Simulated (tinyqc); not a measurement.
Inside a calculation. Method: CIS and TDHF on RHF in the 3-21g basis, for H2, spin multiplicity 1. One step of it, computed by the program tinyqc.

Task: CIS matrix, singlets. A(ia,jb) = (e_a - e_i) d_ij d_ab + 2 (ia|jb) - (ij|ab).

orbital energies (hartree): MO1 -0.523633, MO2 0.188944, MO3 1.065953, MO4 1.300518

Two-electron integrals over orbitals (pq|rs), unique and non-zero (hartree):
```
(11|11) 0.575443    (21|21) 0.114339    (22|11) 0.458071    (22|22) 0.422182
(31|11) 0.131999    (31|22) 0.071556    (31|31) 0.095547    (32|21) 0.013992
(32|32) 0.039237    (33|11) 0.527903    (33|22) 0.428079    (33|31) 0.125757
(33|33) 0.509780    (41|21) -0.079463   (41|32) -0.052170   (41|41) 0.106581
(42|11) -0.135238   (42|22) -0.074176   (42|31) -0.082334   (42|33) -0.125523
(42|42) 0.083591    (43|21) -0.128385   (43|32) -0.044197   (43|41) 0.127043
(43|43) 0.187392    (44|11) 0.581808    (44|22) 0.469963    (44|31) 0.172156
(44|33) 0.563052    (44|42) -0.164137   (44|44) 0.650118
```

Give: CIS matrix A, singlet.

Result:

CIS matrix A, singlet (hartree), order 1>2, 1>3, 1>4:
$$\begin{pmatrix}
0.4832 & 0.0000 & -0.0237 \\
0.0000 & 1.2528 & 0.0000 \\
-0.0237 & 0.0000 & 1.4555
\end{pmatrix}$$
